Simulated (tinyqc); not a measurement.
Atomic layer deposition: Langmuir saturation, growth per cycle and coating of deep features: one step, computed by the program tinyqc.

Precursor A sticks only on free sites, so a long enough pulse saturates; co-reactant B then frees the sites again.

Problem. Flux and saturation time. Wall flux F = p/sqrt(2 pi M k_B T); rate of filling k_a = beta F/q; desorption k_d = 1e13 exp(-E_d/(k_B T)) per second. 1/m^2 = 1e-18/nm^2. Temperatures in kelvin are T(C) + 273.15.

Inputs (values chosen for the exercise, modelled on aluminium oxide from trimethylaluminium and water):
```
quantity                                 value    unit
precursor mass M                            72       u
site density q                             4.4  1/nm^2
sticking probability beta on free sites  0.033       -
precursor pressure p                      0.62      Pa
temperature T                              350       C
desorption energy E_d                     2.04      eV
```

Constants: u = 1.6605390666e-27 kg; k_B = 1.380649e-23 J/K; k_B = 8.617333262e-05 eV/K.

Give: flux F; k_a; k_d; time to 99 % without desorption, ln(100)/k_a.

Solution.

flux F = 7712 1/(nm^2 s)

k_a = 57.84 1/s

k_d = 3.172e-04 1/s

time to 99 % without desorption, ln(100)/k_a = 0.07962 s
